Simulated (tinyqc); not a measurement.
Worked calculation: Pariser-Parr-Pople SCF with singles CI, for the molecule c1ccc2cccc-2cc1 (SMILES; centres numbered as the heavy atoms are written). One step of it, computed by the program tinyqc.

Question. Iteration 3: orbitals and new P. Diagonalise F (the basis is taken as orthonormal) and form P = 2 sum c c over the lowest orbitals; 0.3 of the old P is kept.

F (eV):
```
,1C,2C,3C,4C,5C,6C,7C,8C,9C,10C
1C,-5.967149,-3.867494,-0.229258,0.417963,-0.035102,-0.206563,-0.035102,0.417963,-0.229258,-3.867494
2C,-3.867494,-6.021091,-4.055561,0.060065,0.311577,-0.005293,-0.234009,0.003359,0.344870,0.077060
3C,-0.229258,-4.055561,-5.642431,-3.758433,-0.054977,0.299540,0.132197,-0.343704,0.198375,0.344870
4C,0.417963,0.060065,-3.758433,-5.337110,-3.843233,0.090423,0.541742,-2.973008,-0.343704,0.003359
5C,-0.035102,0.311577,-0.054977,-3.843233,-5.139740,-3.982997,0.130573,0.541742,0.132197,-0.234009
6C,-0.206563,-0.005293,0.299540,0.090423,-3.982997,-5.054835,-3.982997,0.090423,0.299540,-0.005293
7C,-0.035102,-0.234009,0.132197,0.541742,0.130573,-3.982997,-5.139740,-3.843233,-0.054977,0.311577
8C,0.417963,0.003359,-0.343704,-2.973008,0.541742,0.090423,-3.843233,-5.337110,-3.758433,0.060065
9C,-0.229258,0.344870,0.198375,-0.343704,0.132197,0.299540,-0.054977,-3.758433,-5.642431,-4.055561
10C,-3.867494,0.077060,0.344870,0.003359,-0.234009,-0.005293,0.311577,0.060065,-4.055561,-6.021091
```

pi electrons, sum of z_r less the charge = 10

P after iteration 2:
```
,1C,2C,3C,4C,5C,6C,7C,8C,9C,10C
1C,0.901029,0.616283,0.121519,-0.257729,0.028449,0.186909,0.028449,-0.257729,0.121519,0.616283
2C,0.616283,1.018324,0.686815,-0.031843,-0.220140,0.004468,0.187778,-0.002071,-0.212645,-0.040840
3C,0.121519,0.686815,0.886391,0.575683,0.028706,-0.204005,-0.090485,0.182205,-0.122328,-0.212645
4C,-0.257729,-0.031843,0.575683,1.079412,0.607246,-0.044693,-0.267796,0.281733,0.182205,-0.002071
5C,0.028449,-0.220140,0.028706,0.607246,1.069879,0.659703,-0.064559,-0.267796,-0.090485,0.187778
6C,0.186909,0.004468,-0.204005,-0.044693,0.659703,0.990959,0.659703,-0.044693,-0.204005,0.004468
7C,0.028449,0.187778,-0.090485,-0.267796,-0.064559,0.659703,1.069879,0.607246,0.028706,-0.220140
8C,-0.257729,-0.002071,0.182205,0.281733,-0.267796,-0.044693,0.607246,1.079412,0.575683,-0.031843
9C,0.121519,-0.212645,-0.122328,0.182205,-0.090485,-0.204005,0.028706,0.575683,0.886391,0.686815
10C,0.616283,-0.040840,-0.212645,-0.002071,0.187778,0.004468,-0.220140,-0.031843,0.686815,1.018324
```

Give: orbital energies; P after iteration 3.

Answer.

orbital energies (eV): -13.5397  -12.0376  -11.3150  -9.3999  -8.3404  -2.9383  -1.9899  0.6619  1.5242  2.0719

P after iteration 3:
```
,1C,2C,3C,4C,5C,6C,7C,8C,9C,10C
1C,0.9162,0.6315,0.1091,-0.2512,0.0267,0.1846,0.0267,-0.2512,0.1091,0.6315
2C,0.6315,1.0248,0.6730,-0.0268,-0.2256,0.0045,0.1892,-0.0102,-0.2313,-0.0365
3C,0.1091,0.6730,0.8866,0.5933,0.0345,-0.2140,-0.0963,0.1952,-0.1195,-0.2313
4C,-0.2512,-0.0268,0.5933,1.0405,0.6115,-0.0383,-0.2625,0.2949,0.1952,-0.0102
5C,0.0267,-0.2256,0.0345,0.6115,1.0877,0.6591,-0.0993,-0.2625,-0.0963,0.1892
6C,0.1846,0.0045,-0.2140,-0.0383,0.6591,1.0046,0.6591,-0.0383,-0.2140,0.0045
7C,0.0267,0.1892,-0.0963,-0.2625,-0.0993,0.6591,1.0877,0.6115,0.0345,-0.2256
8C,-0.2512,-0.0102,0.1952,0.2949,-0.2625,-0.0383,0.6115,1.0405,0.5933,-0.0268
9C,0.1091,-0.2313,-0.1195,0.1952,-0.0963,-0.2140,0.0345,0.5933,0.8866,0.6730
10C,0.6315,-0.0365,-0.2313,-0.0102,0.1892,0.0045,-0.2256,-0.0268,0.6730,1.0248
```
